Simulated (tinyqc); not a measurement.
Capacitance of parallel on-chip lines from Laplace's equation on a mesh: two steps of the calculation.

Cross-section of an endless row of equal lines between two grounded planes; neighbours are driven in antiphase (+1 V and -1 V), so the plane midway between two lines is at 0 V. By symmetry one quarter is solved: x runs from the centre of a line (column 0, mirror) to that midplane (column 4, 0 V), y from the mid-height of the line (row 0, mirror) to the ground plane (row 5, 0 V). The line fills columns 0 to 2 and rows 0 to 2 at 1 V. Cells beside the line (below row 2) have e2, cells above have e1. Each link between nodes has the conductance g = mean permittivity of the two cells beside it (a cell beyond a mirror counts as 0), and the free nodes obey sum g (V_neighbour - V) = 0.

Inputs (values chosen for the exercise):
- e1 = 3 (relative permittivity above and below the lines)
- e2 = 2.4 (relative permittivity between the lines)
- om = 1.2 (over-relaxation factor)

Question 1. Link conductances. gx[j, i] joins node (row j, column i) to column i + 1, gy[j, i] to row j + 1.

Give: gx; gy.

Answer 1.

gx:

|  | col 0 | col 1 | col 2 | col 3 |
|---|---|---|---|---|
| row 0 | 1.2000 | 1.2000 | 1.2000 | 1.2000 |
| row 1 | 2.4000 | 2.4000 | 2.4000 | 2.4000 |
| row 2 | 2.7000 | 2.7000 | 2.7000 | 2.7000 |
| row 3 | 3.0000 | 3.0000 | 3.0000 | 3.0000 |
| row 4 | 3.0000 | 3.0000 | 3.0000 | 3.0000 |
| row 5 | 1.5000 | 1.5000 | 1.5000 | 1.5000 |

gy:

|  | col 0 | col 1 | col 2 | col 3 | col 4 |
|---|---|---|---|---|---|
| row 0 | 1.2000 | 2.4000 | 2.4000 | 2.4000 | 1.2000 |
| row 1 | 1.2000 | 2.4000 | 2.4000 | 2.4000 | 1.2000 |
| row 2 | 1.5000 | 3.0000 | 3.0000 | 3.0000 | 1.5000 |
| row 3 | 1.5000 | 3.0000 | 3.0000 | 3.0000 | 1.5000 |
| row 4 | 1.5000 | 3.0000 | 3.0000 | 3.0000 | 1.5000 |

Question 2. Relaxation sweep. One sweep visits the free nodes row by row from row 0, left to right, and replaces V by V + om (weighted mean of the neighbours - V), using new values at once.

V after sweep 1 (V):

|  | col 0 | col 1 | col 2 | col 3 | col 4 |
|---|---|---|---|---|---|
| row 0 | 1.0000000 | 1.0000000 | 1.0000000 | 0.3000000 | 0.0000000 |
| row 1 | 1.0000000 | 1.0000000 | 1.0000000 | 0.3900000 | 0.0000000 |
| row 2 | 1.0000000 | 1.0000000 | 1.0000000 | 0.4040000 | 0.0000000 |
| row 3 | 0.3000000 | 0.3900000 | 0.4170000 | 0.2463000 | 0.0000000 |
| row 4 | 0.0900000 | 0.1440000 | 0.1683000 | 0.1243800 | 0.0000000 |
| row 5 | 0.0000000 | 0.0000000 | 0.0000000 | 0.0000000 | 0.0000000 |

gx:

|  | col 0 | col 1 | col 2 | col 3 |
|---|---|---|---|---|
| row 0 | 1.2 | 1.2 | 1.2 | 1.2 |
| row 1 | 2.4 | 2.4 | 2.4 | 2.4 |
| row 2 | 2.7 | 2.7 | 2.7 | 2.7 |
| row 3 | 3 | 3 | 3 | 3 |
| row 4 | 3 | 3 | 3 | 3 |
| row 5 | 1.5 | 1.5 | 1.5 | 1.5 |

gy:

|  | col 0 | col 1 | col 2 | col 3 | col 4 |
|---|---|---|---|---|---|
| row 0 | 1.2 | 2.4 | 2.4 | 2.4 | 1.2 |
| row 1 | 1.2 | 2.4 | 2.4 | 2.4 | 1.2 |
| row 2 | 1.5 | 3 | 3 | 3 | 1.5 |
| row 3 | 1.5 | 3 | 3 | 3 | 1.5 |
| row 4 | 1.5 | 3 | 3 | 3 | 1.5 |

Find: V after sweep 2.

Answer 2.

V after sweep 2 (V):

|  | col 0 | col 1 | col 2 | col 3 | col 4 |
|---|---|---|---|---|---|
| row 0 | 1.000 | 1.000 | 1.000 | 0.474 | 0.000 |
| row 1 | 1.000 | 1.000 | 1.000 | 0.485 | 0.000 |
| row 2 | 1.000 | 1.000 | 1.000 | 0.431 | 0.000 |
| row 3 | 0.501 | 0.541 | 0.503 | 0.268 | 0.000 |
| row 4 | 0.219 | 0.249 | 0.229 | 0.124 | 0.000 |
| row 5 | 0.000 | 0.000 | 0.000 | 0.000 | 0.000 |

Program tinyqc, `OMP_NUM_THREADS=1 python tinyqc.py 2790146 2790147 out.jsonl`; Intel Xeon 2.30GHz, shared host, one thread, about 1 s.
